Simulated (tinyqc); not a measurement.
Hydrogen passivation of interface dangling bonds: competing passivation and dissociation with distributed barriers: one step, computed by the program tinyqc.

P_b + H2 gives P_bH + H at the rate k_f [H2]; P_bH gives P_b + H at the rate k_d. All defects start unpassivated. E_f and E_d are Gaussian and independent.

Question. Single barriers. [H2] = solubility factor x p; a = k_f0 [H2] exp(-E_f/(k_B T)), d = k_d0 exp(-E_d/(k_B T)). For one pair of barriers the active share is y = [d + a exp(-(a + d) t)]/(a + d). Temperatures in kelvin are T(C) + 273.15.

Inputs (values chosen for the exercise, close to those used for P_b centres at the silicon-oxide interface):
```
quantity                                      value          unit
passivation prefactor k_f0                  4.6e-08        cm^3/s
mean passivation barrier E_f                   1.51            eV
spread sigma_f                                0.054            eV
dissociation prefactor k_d0                 4.5e+12           1/s
mean dissociation barrier E_d                  2.63            eV
spread sigma_d                                0.041            eV
H2 in the oxide per atm, solubility factor  3.5e+17  1/(cm^3 atm)
hydrogen pressure p                            0.05           atm
anneal temperature T                            450             C
anneal time t                                   800             s
```

Constants: k_B = 8.617333262e-05 eV/K.

Give: passivation rate a; dissociation rate d; a t; steady active share d/(a + d); active share, single barriers.

Answer.

passivation rate a = 0.024116 1/s

dissociation rate d = 2.1097e-06 1/s

a t = 19.293

steady active share d/(a + d) = 8.7473e-05

active share, single barriers = 8.7477e-05

Passivation has run its course, and the balance with dissociation sets the remainder. Caution: single-barrier shares below about 1e-3 are formal; measured passivation levels off well above them.
